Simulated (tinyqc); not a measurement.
Free and nearly free electrons in a metal: sweeps and comparisons. A value that a table varies takes the place of the one given here.

The cubic cell holds 4 atoms: n = 4 z/a^3, kF = (3 pi^2 n)^(1/3), EF = c kF^2/m, vF = 2 c kF/(m hbar), c = hbar^2/2m0; rs = (3/(4 pi n))^(1/3)/a0; D(EF) = 3 n/(2 EF).

Square wire of width w with grain size w: rho/rho0 = 1/(1 - 3 al/2 + 3 al^2 - 3 al^3 ln(1 + 1/al)) + (3/4) (1 - p) l/w, with al = (l/w) Rg/(1 - Rg) (Mayadas-Shatzkes plus the thick-wire form of Fuchs-Sondheimer); l = hbar kF/(n e^2 rho), e = 1.602176634e-19 C.

Constants: hbar^2/2m0 = 3.80998211 eV angstrom^2; hbar = 6.58211957e-16 eV s; a0 (Bohr radius) = 0.5291772105 angstrom.

Parameters, chosen for this exercise (near those of Ca; the results hold for these values, not for the real material):
- a = 5.602 angstrom (fcc lattice constant)
- z = 2 (free electrons an atom)
- m = 1.1 m0 (mass)
- rho = 3.89 micro-ohm cm (bulk resistivity)
- p = 0 (specularity of the surfaces)
- Rg = 0.47 (reflection at grain boundaries)
- w = 14 nm (wire width)

## Resistivity of narrow wires

Wires:

| w (nm) | al | grain term (factor - 1) | surface term | rho (micro-ohm cm) |
|---|---|---|---|---|
| 200 | 0.114 | 0.165 | 0.096 | 4.91 |
| 100 | 0.227 | 0.325 | 0.192 | 5.90 |
| 50 | 0.455 | 0.639 | 0.385 | 7.87 |
| 30 | 0.758 | 1.051 | 0.641 | 10.47 |
| 20 | 1.137 | 1.562 | 0.961 | 13.70 |
| 14 | 1.624 | 2.216 | 1.373 | 17.85 |
| 10 | 2.273 | 3.085 | 1.923 | 23.37 |
| 7 | 3.247 | 4.387 | 2.746 | 31.64 |

l = 25.63 nm

At 7 nm the resistivity is 8.13 times the bulk value; grain boundaries add more (4.39 from grains, 2.75 from surfaces). It passes twice the bulk value between 100 and 50 nm. The surface formula is meant for w above l = 26 nm, so the rows below that are rough.

## What sets the wire resistivity

All results formed anew. Each row changes one parameter from the base and keeps the others.

Results:

| case | EF (eV) | l (nm) | wire rho (micro-ohm cm) |
|---|---|---|---|
| base | 4.225 | 25.63 | 17.851 |
| a = 5.77 angstrom | 3.983 | 27.19 | 18.691 |
| m = 1.32 m0 | 3.521 | 25.63 | 17.851 |
| rho = 4.668 micro-ohm cm | 4.225 | 21.36 | 18.658 |
| p = 0.3 | 4.225 | 25.63 | 16.248 |
| Rg = 0.329 | 4.225 | 25.63 | 14.055 |
| w = 9.8 nm | 4.225 | 25.63 | 23.764 |

The largest shifts from the base row, up to three for each result and ties (the steps differ in size, so this ranks the rows, not the parameters). EF (eV): m -0.704, a -0.242; unchanged at the printed digits by rho, p, Rg and w. l (nm): rho -4.27, a +1.56; unchanged at the printed digits by m, p, Rg and w. wire rho (micro-ohm cm): w +5.913, Rg -3.796, p -1.603; unchanged at the printed digits by m. The mass drops out of l at given rho, because vF falls and tau rises by the same factor.

Computed by tinyqc, a small Python program: `OMP_NUM_THREADS=1 python tinyqc.py 1652379 1652380 out.jsonl` (the numbers bound the seed that draws the inputs); one thread of a shared host (Intel(R) Xeon(R) Processor @ 2.30GHz), about 0.01 s for the whole set of steps.
